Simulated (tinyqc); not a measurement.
Domain walls in a thin film with perpendicular anisotropy: Bloch, Neel and chiral walls, motion and stripe domains: one step, computed by the program tinyqc. Command: `OMP_NUM_THREADS=1 python tinyqc.py 3011773 3011774 out.jsonl mwall walk`. One thread of a shared host (Intel(R) Xeon(R) Processor @ 2.30GHz), about 0.01 s of CPU time with the checks.

One-dimensional wall: polar angle theta(x), azimuth phi of the moment in the wall (phi = 0 Neel, 90 degrees Bloch). mu_0 = 1.25663706212e-6 T m/A, gamma = 1.76085963023e11 rad/(s T).

Task: Walker breakdown. Field drive: steady motion v = gamma Delta B/alpha needs B = (alpha/2) [2 B_D sin(phi) - B_K sin(2 phi)] in size, B_K = 2 K_D/M_s, B_D = pi D/(2 M_s Delta), with phi moving from its rest value; the Walker field B_W is the largest value of |B_D sin(phi) - (B_K/2) sin(2 phi)| times alpha, reached at cos(phi) = [d - sqrt(d^2 + 8)]/4, d = B_D/B_K. Far above B_W/alpha, v = gamma Delta B alpha/(1 + alpha^2); this is used for all B above B_W.

Inputs (values chosen for the exercise, for a model film): saturation magnetisation M_s = 1300 kA/m; DMI constant D = 2.4 mJ/m^2; damping alpha = 0.05; field mu_0 H_z = 1.2 mT.

Drive: magnetic field.

K_D = 71.88571 kJ/m^3

width parameter Delta = 7.495963 nm

Give: B_K; B_D; Walker field B_W; velocity at B_W; velocity at B.

Result:

B_K = 110.6 mT

B_D = 386.9 mT

Walker field B_W = 20.07 mT

velocity at B_W = 529.8 m/s

velocity at B = 31.68 m/s

B is below B_W: steady motion. Without D, B_W would be alpha B_K/2 = 2.76 mT, so D raises it 7.3 times.
